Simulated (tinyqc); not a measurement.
From results back to parameters: five-level k.p model folded onto the conduction band. Three cases, with inputs chosen for the exercise.

Problem. The levels are known; the mass and the g factor at E = Eg are given. Find Ep and Ep2.

Second-order sums for the lowest conduction level at E: 1/m = 1 + Cm + (Ep/3)(2/E + 1/(E + Dso)) - (Ep2/3)(2/(E7 + D2 - E) + 1/(E7 - E)); g/2 = 1 + Cg - (Ep/3)(1/E - 1/(E + Dso)) - (Ep2/3)(1/(E7 - E) - 1/(E7 + D2 - E)). E is counted from the top of the valence band; E = Eg at the edge.

Find: coefficients of (Ep, Ep2); right-hand sides 1/m - 1 - Cm and 1 + Cg - g/2; Ep, Ep2.

Method. Both sums are linear in Ep and Ep2, so two equations fix them.

Case 1.

Values chosen (near those of InP; not measured data): Eg = 1.399 eV (gap at Gamma to the s-like level); Dso = 0.11 eV (spin-orbit splitting); E7 = 4.58 eV (upper Gamma7 conduction level, from the valence top); D2 = 0.07 eV (its spin-orbit splitting, Gamma8 above Gamma7); Cm = -1.5 (remote term in 1/m); Cg = -0.02 (remote term in g/2).

m = 0.08322544 m0
g = 1.230919

Solution.

coefficients of (Ep, Ep2) (1/eV):
```
         1         2
1  0.69743  -0.30985
2  0.01737   0.00226
```

right-hand sides 1/m - 1 - Cm and 1 + Cg - g/2: 12.5156  0.3645

Ep, Ep2 (eV): 20.30  5.30

Case 2.

Values chosen (near those of InP; not measured data): Eg = 1.419 eV (gap at Gamma to the s-like level); Dso = 0.108 eV (spin-orbit splitting); E7 = 4.81 eV (upper Gamma7 conduction level, from the valence top); D2 = 0.07 eV (its spin-orbit splitting, Gamma8 above Gamma7); Cm = -1.3 (remote term in 1/m); Cg = 0 (remote term in g/2).

m = 0.07795634 m0
g = 1.301178

Solution.

coefficients of (Ep, Ep2) (1/eV):
```
         1         2
1  0.68811  -0.29092
2  0.01661   0.00199
```

right-hand sides 1/m - 1 - Cm and 1 + Cg - g/2: 13.1277  0.3494

Ep, Ep2 (eV): 20.60  3.60

Case 3.

Values chosen (near those of ZnSe; not measured data): Eg = 2.848 eV (gap at Gamma to the s-like level); Dso = 0.401 eV (spin-orbit splitting); E7 = 7.15 eV (upper Gamma7 conduction level, from the valence top); D2 = 0.11 eV (its spin-orbit splitting, Gamma8 above Gamma7); Cm = -2.6 (remote term in 1/m); Cg = 0 (remote term in g/2).

m = 0.16736674 m0
g = 1.284240

Solution.

coefficients of (Ep, Ep2) (1/eV):
```
         1         2
1  0.33668  -0.22859
2  0.01445   0.00193
```

right-hand sides 1/m - 1 - Cm and 1 + Cg - g/2: 7.5749  0.3579

Ep, Ep2 (eV): 24.40  2.80

Computed by tinyqc, one run a case: `OMP_NUM_THREADS=1 python tinyqc.py N N+1 out.jsonl` with N = 1081428, 1081432, 1081454; one thread of a shared Intel(R) Xeon(R) Processor @ 2.30GHz, about 0.01 s a run at most.
